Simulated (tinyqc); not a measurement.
# Schottky barrier on an n-type semiconductor with a surface-enhanced doping, non-linear Poisson equation by Newton steps, step by step

Numbers from tinyqc (`OMP_NUM_THREADS=1 python tinyqc.py 2020113 2020114 out.jsonl`; about 0.2 s on one thread of a shared Intel Xeon 2.30GHz). Printed values are rounded.

One dimension, metal at x = 0, donor density C(x) = Nd + N0 exp(-x/Ls). Energies are counted from the electron Fermi level of the semiconductor and the conduction-band edge is Ec = -psi, so n = Nc exp(psi/Vt); holes follow the Fermi level of the metal, at -V, so p = Nv exp((V - psi - Eg)/Vt). Ends: psi(0) = V - phiB and psi = Vt ln(Nd/Nc) deep inside. Boltzmann statistics, full ionisation, no current, no image force in the Poisson equation.

Inputs (values chosen for the exercise); band and dielectric values those of a made-up semiconductor: temperature T = 250 K; band gap Eg = 1.06 eV; relative permittivity eps_r = 10.2; conduction-band density of states at T Nc = 5.13e17 cm^-3; valence-band density of states at T Nv = 9.74e18 cm^-3; donor density deep in the semiconductor Nd = 2.9e15 cm^-3; barrier height phiB = 0.66 eV; bias of the metal against the semiconductor V = -0.7 V; extra donor density at the surface N0 = 1.9e16 cm^-3; decay length Ls = 210 nm.

Constants: q = 1.602176634e-19 C, kB = 1.380649e-23 J/K, Vt = kB T/q, eps0 = 8.8541878128e-14 F/cm where lengths are in cm. Results are converted to the units shown.

## End potentials, built-in voltage, Debye length

psi_0 = V - phiB, psi_b = Vt ln(Nd/Nc), Vbi = phiB - Vt ln(Nc/Nd), LD = sqrt(eps0 eps_r Vt/(q Nd)), W = sqrt(2 eps0 eps_r (Vbi - V)/(q Nd)), hole density at the metal p_0 = Nv exp((phiB - Eg)/Vt).

psi_0 = -1.36 V
psi_b = -0.1114989 V
Vbi = 0.5485011 V
LD = 64.71079 nm
W for uniform Nd = 696.6742 nm
p_0 = 8.412283e10 cm^-3

The hole density at the metal is 2.9e-5 times Nd, so holes hardly matter.

## Doping on the mesh

x, node 0 to 14 (nm): [0, 100, 213, 339, 482, 643, 824, 1030, 1260, 1520, 1810, 2140, 2510, 2920, 3390]

C = Nd + N0 exp(-x/Ls), taken at the nodes.

donor density C, node 0 to 14 (cm^-3): [2.19e16, 1.470176e16, 9.790566e15, 6.681623e15, 4.814011e15, 3.789171e15, 3.275547e15, 3.040813e15, 2.947096e15, 2.913655e15, 2.903432e15, 2.900713e15, 2.900122e15, 2.900017e15, 2.900002e15]

## Couplings between neighbouring nodes

a_i = eps0 eps_r/h_i for the interval from node i to i + 1, with h_i = x_(i+1) - x_i in cm.

coupling a_i, interval 0 to 13 (F/cm^2): [9.031272e-8, 7.992276e-8, 7.167676e-8, 6.315575e-8, 5.609485e-8, 4.989653e-8, 4.384112e-8, 3.926640e-8, 3.473566e-8, 3.114232e-8, 2.736749e-8, 2.440884e-8, 2.202749e-8, 1.921547e-8]

## Starting potential

The parabola psi_b - (psi_b - psi_0)(1 - x/W)^2 for x < W and psi_b beyond, with psi_0 = V - phiB, psi_b = Vt ln(Nd/Nc), W = sqrt(2 eps0 eps_r (psi_b - psi_0)/(q Nd)).

psi at the start, node 0 to 14 (V): [-1.360000, -1.027306, -0.713276, -0.440581, -0.230046, -0.118910, -0.111499, -0.111499, -0.111499, -0.111499, -0.111499, -0.111499, -0.111499, -0.111499, -0.111499]

## Iteration 1: densities, residual and Jacobian diagonal

n_i = Nc exp(psi_i/Vt), p_i = Nv exp((V - psi_i - Eg)/Vt), rho_i = p_i - n_i + C_i, g_i = (n_i + p_i)/Vt. Box widths w_i = (h_(i-1) + h_i)/2 in cm. Residual F_i = a_i (psi_(i+1) - psi_i) - a_(i-1) (psi_i - psi_(i-1)) + q rho_i w_i; Jacobian: a_(i-1) and a_i beside the diagonal, b_i = -a_(i-1) - a_i - q g_i w_i on it. The two end nodes are fixed.

```
node     n (cm^-3)     p (cm^-3)
0     1.966636e-10   8.412283e10
1      0.001001245      16523.32
2         2143.461   0.007718311
3       6.735791e8   2.456118e-8
4      1.181962e13  1.399698e-12
5      2.055912e15  8.046989e-15
6           2.9e15  5.704793e-15
7           2.9e15  5.704793e-15
8           2.9e15  5.704793e-15
9           2.9e15  5.704793e-15
10          2.9e15  5.704793e-15
11          2.9e15  5.704793e-15
12          2.9e15  5.704793e-15
13          2.9e15  5.704793e-15
14          2.9e15  5.704793e-15
```

```
node  residual F (C/cm^2)  diagonal b (F/cm^2)
1             2.013755e-8         -1.702355e-7
2             1.319269e-8         -1.515995e-7
3             8.149122e-9         -1.348326e-7
4             4.632422e-9         -1.205867e-7
5            -1.115734e-9         -3.674471e-7
6            7.945074e-10         -5.110646e-7
7            4.918237e-10         -5.532744e-7
8            1.848686e-10         -6.024006e-7
9            6.016333e-11         -6.589783e-7
10           1.704594e-11         -7.270957e-7
11           3.998200e-12         -8.066313e-7
12           7.650248e-13         -8.875605e-7
13           1.225054e-13         -9.902035e-7
```

## Iteration 1: Newton step

Solve the tridiagonal system a_(i-1) d_(i-1) + b_i d_i + a_i d_(i+1) = -F_i for nodes 1 to 13, with d = 0 on fixed nodes. Half of the step is added while the largest |d| exceeds 1.5 Vt, the full step after that.

Newton step d, before damping, node 1 to 13 (V): [0.3471437, 0.4874534, 0.4598468, 0.2994839, 0.0434869, 0.0059193, 0.0013866, 0.0004038, 0.0001139, 0.0000285, 0.0000060, 0.0000010, 0.0000001]
psi after iteration 1, node 0 to 14 (V): [-1.360000, -0.853734, -0.469549, -0.210658, -0.080304, -0.097166, -0.108539, -0.110806, -0.111297, -0.111442, -0.111485, -0.111496, -0.111498, -0.111499, -0.111499]

## Iteration 2: densities, residual and Jacobian diagonal

As before.

```
node     n (cm^-3)     p (cm^-3)
0     1.966636e-10   8.412283e10
1         3.159330      5.236521
2       1.755616e8   9.423417e-8
3      2.906970e13  5.691114e-13
4      1.233868e16  1.340816e-15
5      5.640698e15  2.932952e-15
6      3.327070e15  4.972514e-15
7      2.994847e15  5.524122e-15
8      2.927309e15  5.651573e-15
9      2.907679e15  5.689728e-15
10     2.901922e15  5.701015e-15
11     2.900401e15  5.704005e-15
12     2.900069e15  5.704657e-15
13     2.900010e15  5.704774e-15
14          2.9e15  5.704793e-15
```

```
node  residual F (C/cm^2)  diagonal b (F/cm^2)
1             1.006878e-8         -1.702355e-7
2             6.596342e-9         -1.515995e-7
3             4.011935e-9         -1.377403e-7
4            -2.750341e-8         -1.514043e-6
5            -4.694240e-9         -8.233338e-7
6            3.083887e-10         -5.725224e-7
7            2.406098e-10         -5.686516e-7
8            9.193273e-11         -6.073764e-7
9            3.003695e-11         -6.605487e-7
10           8.519806e-12         -7.275388e-7
11           1.998944e-12         -8.067357e-7
12           3.825072e-13         -8.875806e-7
13           6.125259e-14         -9.902068e-7
```

## Iteration 2: Newton step

As before.

Newton step d, before damping, node 1 to 13 (V): [0.1383802, 0.1687685, 0.1106237, -0.0137971, -0.0066419, -0.0000069, 0.0004352, 0.0001827, 0.0000557, 0.0000142, 0.0000030, 0.0000005, 0.0000001]
psi after iteration 2, node 0 to 14 (V): [-1.360000, -0.784544, -0.385165, -0.155346, -0.087202, -0.100487, -0.108543, -0.110588, -0.111206, -0.111414, -0.111478, -0.111494, -0.111498, -0.111499, -0.111499]

## Course of the Newton iteration

Stop when the largest undamped |d| is below 1e-9 V, or after 80 iterations.

Course of the iteration:
```
iteration  largest |F| (C/cm^2)  largest |d| (V)  at node
1                       2.01e-8            0.487        2
2                       2.75e-8            0.169        2
3                       1.51e-8           0.0704        2
4                       8.31e-9           0.0307        2
5                       1.23e-9          2.13e-3        4
6                      5.21e-11          9.73e-5        4
7                      1.02e-13          1.89e-7        4
8                      3.81e-19         7.04e-13        4
```

Converged in 8 iterations. Once the step is below 0.1 Vt, 3 more iteration(s) reach the threshold: near the solution the error is roughly squared each time.

## Converged densities, field and barrier lowering

converged psi, node 0 to 14 (V): [-1.360000, -0.724486, -0.320232, -0.130988, -0.104149, -0.105840, -0.108725, -0.110388, -0.111116, -0.111386, -0.111470, -0.111493, -0.111498, -0.111499, -0.111499]

n and p as above; E_i = -(psi_(i+1) - psi_i)/h_i; at the metal |E_0| = |E on interval 0| + q rho_0 (h_0/2)/(eps0 eps_r), rho_0 = p_0 - n_0 + C_0; image-force lowering dphi = sqrt(q |E_0|/(4 pi eps0 eps_r)).

```
node     n (cm^-3)     p (cm^-3)
0     1.966636e-10   8.412283e10
1         1273.849    0.01298733
2      1.796890e11  9.206965e-11
3      1.173594e15  1.409679e-14
4      4.079059e15  4.055813e-15
5      3.771230e15  4.386872e-15
6      3.298477e15  5.015617e-15
7      3.053494e15  5.418023e-15
8      2.951990e15  5.604320e-15
9      2.915191e15  5.675065e-15
10     2.903835e15  5.697259e-15
11     2.900801e15  5.703217e-15
12     2.900139e15  5.704521e-15
13     2.900020e15  5.704754e-15
14          2.9e15  5.704793e-15
```

field E, interval 0 to 13 (kV/cm): [-63.55138, -35.77470, -15.01939, -1.87682, 0.10499, 0.15942, 0.08071, 0.03167, 0.01039, 0.00290, 0.00068, 0.00013, 0.00002, 0.00000]
|E_0| at the metal = 82.97711 kV/cm
image-force lowering = 34.22591 mV

A mesh of about 1000 nodes or more gives |E_0| = 80.47 kV/cm; the 15-node value is 3.1 % above it.
